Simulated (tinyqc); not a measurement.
Stretching all distances: RHF, UHF, MP2, CISD and CCSD against full CI in the sto-6g basis, for BeH2, spin multiplicity 1. Computed by the program tinyqc with PySCF. 

Geometry (angstrom):
```
atom       x        y       z
Be    0.0000   0.0000  0.0000
H     0.0000   1.2850  0.0000
H     0.0000  -1.2850  0.0000
```

All coordinates are multiplied by the scale. c0^2 is the weight of the RHF determinant in the lowest singlet FCI state (UHF is spin-contaminated and may lie near states of higher spin) and n(LUMO) the first natural occupation beyond the occupied space.

Full CI energy (hartree) and errors against it (kcal/mol):
```
scale  distance 1-2 (angstrom)     E(FCI)      RHF     UHF     MP2    CISD   CCSD  <S^2> UHF   c0^2  n(LUMO)
0.910                    1.169  -15.74237   18.419  18.419   5.757   0.329  0.185      0.000  0.979    0.019
1.100                    1.413  -15.75299   24.588  24.588   8.580   0.597  0.292      0.000  0.967    0.035
1.290                    1.658  -15.70289   34.704  34.704  13.527   1.306  0.571      0.000  0.941    0.069
1.480                    1.902  -15.63540   49.847  49.224  21.385   3.025  1.263      0.203  0.893    0.134
1.680                    2.159  -15.56932   72.846  46.159  33.970   7.044  2.950      0.986  0.797    0.272
1.870                    2.403  -15.52482  103.223  34.735  51.346  13.517  5.029      1.243  0.634    0.513
```

UHF parts from RHF first at scale 1.48 of those listed, where <S^2> leaves zero. The weight c0^2 goes from 0.98 to 0.63 and n(LUMO) from 0.02 to 0.51: static correlation grows as the bonds break into open-shell fragments. The spread of the error along the curve, which distorts its shape, is CCSD 4.8, CISD 13.2, UHF 30.8, MP2 45.6, RHF 84.8 kcal/mol. The table stops here: at scale 2.06 and beyond, the reference weight falls under 0.45 or RHF, UHF or CCSD hop between solutions, so those rows were left out and the spreads given cover only the rows shown. As computed, partly on other solutions, the errors there reach in size RHF 180, UHF 29, MP2 86, CISD 19, CCSD 4 kcal/mol.
